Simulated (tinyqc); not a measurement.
# Octagonal on-chip spiral inductor, lumped pi model: what changes with what

Outer diameter do = di + 2 n wd + 2 (n - 1) sp, mean da = (do + di)/2, fill p = (do - di)/(do + di), length l = 3.314 n da. L = 2.25 mu0 n^2 da/(1 + 3.55 p), mu0 = 4 pi 1e-7 H/m. Rs = rho l/(wd delta (1 - exp(-th/delta))), delta = sqrt(rho/(pi f mu0)). Cs = n wd^2 eps0 eo/hu across the coil. At each end Cox = l wd eps0 eo/(2 ho) leads to the substrate branch Rsi = 2 rs he/(l wd) in parallel with Csi = l wd eps0 11.7/(2 he). With one end grounded Y = 1/(Rs + i w L) + i w Cs + 1/[1/(i w Cox) + 1/(1/Rsi + i w Csi)], w = 2 pi f; Q = -Im Y/Re Y. Eddy currents in neighbouring turns and in the substrate are left out.

Inputs (values chosen for the exercise); values of the order met in silicon radio-frequency processes:
- n = 5.5 (number of turns)
- wd = 4 um (line width)
- sp = 1.5 um (space between turns)
- di = 40 um (inner diameter)
- th = 0.9 um (metal thickness)
- rho = 1.9 uohm cm (metal resistivity)
- ho = 3.9 um (oxide below the coil)
- hu = 1.2 um (oxide between coil and underpass)
- eo = 3 (relative permittivity of the oxide)
- rs = 100 ohm cm (substrate resistivity)
- he = 30 um (effective spreading depth in the substrate)
- f = 1.6 GHz (frequency)

Constants: eps0 = 8.8541878128e-12 F/m. Results are converted to the units shown.

Each table varies one quantity; the others keep the values above.

## Quality factor against frequency

Apparent inductance Im(1/Y)/w; share of the loss Re(substrate branch)/Re Y.

Results:
```
f (GHz),Rs (ohm),w L/Rs,Q,apparent inductance (nH),loss in the substrate (%)
0.62,7.739,1.191,1.190,2.366,0.04062
1,8.063,1.844,1.840,2.367,0.1029
1.7,8.539,2.960,2.944,2.370,0.2800
4.4,9.862,6.634,6.434,2.398,1.585
7.3,10.94,9.920,9.169,2.458,3.829
12,12.39,14.40,11.78,2.636,8.660
19,14.20,19.89,12.19,3.186,17.16
32,17.02,27.96,4.935,8.656,32.88
```

Estimate the missing row, f = 2.7 GHz.

Computed row:
```
f (GHz),Rs (ohm),w L/Rs,Q,apparent inductance (nH),loss in the substrate (%)
2.7,9.091,4.416,4.362,2.378,0.6571
```

With this row back in the table: Q goes from 1.19 through a maximum of 12.2 (at f = 19 GHz among the rows listed) to 4.93; the exact peak is 12.5 at 16.2 GHz and Q reaches zero at the self-resonance, 37.3 GHz. The share of the substrate rises from 0.0406 to 32.9 %, and the apparent inductance ends at 3.66 times L. At the peak the substrate takes 13.7 % of the loss. For f = 32 the coil is longer than 0.15 of a wavelength in the oxide, where one lumped section is rough.

## Effect of the number of turns

Same model as above.

Peak Q and its frequency from a search over f; self-resonance where Im Y = 0; Q at the given f (negative beyond resonance).

Effect of the number of turns:
```
n,L (nH),do (um),peak Q,f of the peak (GHz),self-resonance (GHz),Q at f
1.5,0.1966,53.50,21.29,125.1,284.0,1.257
2.5,0.5039,64.50,18.79,58.44,132.3,1.729
3.5,0.9565,75.50,16.37,34.59,78.36,2.120
4.5,1.571,86.50,14.27,22.89,52.17,2.469
5.5,2.367,97.50,12.48,16.19,37.28,2.793
6.5,3.363,108.5,10.96,11.98,27.94,3.096
8.5,6.038,130.5,8.605,7.184,17.28,3.641
```

As n goes from 1.5 to 8.5, L rises from 0.197 to 6.04 nH, the peak Q falls from 21.3 to 8.61, its frequency falls from 125 to 7.18 GHz and the self-resonance falls from 284 to 17.3 GHz.

Computed by the program tinyqc: `OMP_NUM_THREADS=1 python tinyqc.py 2302231 2302232 out.jsonl`, one thread of a shared Intel Xeon 2.30GHz, about 0.01 s for the whole run.
